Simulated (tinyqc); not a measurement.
# Doping from two capacitances

Problem. An abrupt p-n junction obeys 1/C^2 = 2 (Vbi - V)/(q eps0 eps_r Ne), Ne = Na Nd/(Na + Nd), Vbi = Vt ln(Na Nd/ni^2), V the bias of the p side. Nd is known to be the larger doping. Find Ne, Vbi, Na and Nd.

Parameters, values chosen for the exercise:
```
symbol  value  unit                meaning
T         273     K            temperature
eps_r    9.45        relative permittivity
```

Constants: q = 1.602176634e-19 C, kB = 1.380649e-23 J/K, Vt = kB T/q, eps0 = 8.8541878128e-14 F/cm where lengths are in cm. Results are converted to the units shown.

C at V = 0 and -6.3 V (nF/cm^2): [26.098638, 15.186745]
ni = 2.9808094e-13 cm^-3

Solution. The slope of 1/C^2 against -V gives Ne and its intercept Vbi. Then Na Nd = ni^2 exp(Vbi/Vt) and Na + Nd = Na Nd/Ne, so both are roots of one quadratic.

Ne = 3.28e16 cm^-3
Vbi = 3.23 V
Na = 3.40e16 cm^-3
Nd = 9.10e17 cm^-3

Computed by the program tinyqc: `OMP_NUM_THREADS=1 python tinyqc.py 2000094 2000095 out.jsonl`, one thread of a shared Intel Xeon 2.30GHz, about 0.02 s for the whole run.
